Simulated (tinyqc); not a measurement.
# Inputs raised by 5 %, one at a time

Model: finite-size error of a charged defect in a periodic cell: Madelung and Makov-Payne terms. Computed by tinyqc, a small Python program. Command: `OMP_NUM_THREADS=1 python tinyqc.py 3025449 3025450 out.jsonl imagecharge sens`. One thread of a shared host (Intel(R) Xeon(R) Processor @ 2.30GHz), about 0.05 s of CPU time with the checks.

L is the cube root of the cell volume. The defect charge is a Gaussian, rho(r) = q (2 pi sigma^2)^(-3/2) exp(-r^2/2 sigma^2), repeated periodically in a uniform neutralising background and screened by a continuum. The model cell energy is E(L) = E_0 + [periodic - isolated electrostatic energy].

Inputs (values chosen for the exercise, with screening close to that of germanium):
```
quantity                                     value      unit
charge q                                        -1         e
cell length L                                 12.5  angstrom
dielectric constant eps                       15.8         -
width sigma of the defect charge               2.2  angstrom
formation energy of the isolated defect E_0  5.559        eV
```

Supercell lattice: sc. Screening: isotropic.

Constants: e^2/(4 pi eps_0) = 14.39964548 eV angstrom.

Method:
- Cell vectors: (1,0,0), (0,1,0), (0,0,1), scaled to volume L^3.
- Ewald sum for a unit point charge: scale each Cartesian component of the cell by 1/sqrt(eps_i), giving R', G' and V'; E = [ (1/2) sum erfc(eta R')/R' + (2 pi/V') sum exp(-G'^2/4 eta^2)/G'^2 - eta/sqrt(pi) - pi/(2 V' eta^2) ] e^2/(4 pi eps_0) / sqrt(eps_x eps_y eps_z), over n_i = -6..6, omitting n = (0,0,0), eta = 2/V'^(1/3). alpha = -2 E eps_g L/(e^2/(4 pi eps_0)), eps_g = (eps_x eps_y eps_z)^(1/3).
- Periodic energy of the Gaussian: (2 pi q^2/V) sum_(G != 0) exp(-sigma^2 G^2)/(G.eps.G) x e^2/(4 pi eps_0), n_i = -k..k with k = max(9, L/sigma rounded up). Isolated energy: q^2/(2 sqrt(pi) sigma) <1/(n.eps.n)> e^2/(4 pi eps_0), the mean over directions n, here 1/eps.
- Second radial moment Q = q <r^2> = 3 q sigma^2; E(corrected) = E(L) + q^2 alpha e^2/(4 pi eps_0)/(2 eps L) - 2 pi q Q e^2/(4 pi eps_0)/(3 eps L^3). Errors left are the corrected energies less E_0.

Runs; columns: (1) input moved; (2) from; (3) to; (4) point-charge correction -q^2 E (eV); (5) finite-size error (eV); (6) Madelung constant alpha; (7) error left after the first term (eV):
```
(1)                                           (2)     (3)     (4)       (5)    (6)      (7)
base run                                        -       -  0.1034  -0.08926  2.837  0.01418
cell length L (angstrom)                     12.5  13.125  0.0985  -0.08625  2.837  0.01225
dielectric constant eps                      15.8   16.59  0.0985  -0.08501  2.837  0.01350
width sigma of the defect charge (angstrom)   2.2    2.31  0.1034  -0.08782  2.837  0.01562
```

Exponents ln(y'/y) / ln(x'/x):
```
input                             point-charge correction -q^2 E  finite-size error  Madelung constant alpha  error left after the first term
cell length L                                                 -1             -0.701                        0                           -2.990
dielectric constant eps                                       -1             -1.000                        0                           -1.000
width sigma of the defect charge                               0             -0.333                        0                            1.981
```

To which inputs is each result most sensitive?

Among the inputs moved here: point-charge correction -q^2 E answers most in size to cell length L (exponent -1.000), and about equally to dielectric constant eps (-1.000); its exponent is below 0.0005 for width sigma of the defect charge. Its exponent -1.000 in cell length L: the Madelung term goes as 1/L. Its exponent -1.000 in dielectric constant eps: isotropic screening divides every term by eps. Finite-size error answers most in size to dielectric constant eps (exponent -1.000), next to cell length L (-0.701). Its exponent -1.000 in dielectric constant eps: isotropic screening divides every term by eps. Madelung constant alpha hardly depends on these (all exponents below 0.005). Error left after the first term answers most in size to cell length L (exponent -2.990), next to width sigma of the defect charge (+1.981). Its exponent -2.990 in cell length L: the third-order term goes as 1/L^3. Its exponent +1.981 in width sigma of the defect charge: the third-order term goes as sigma^2.
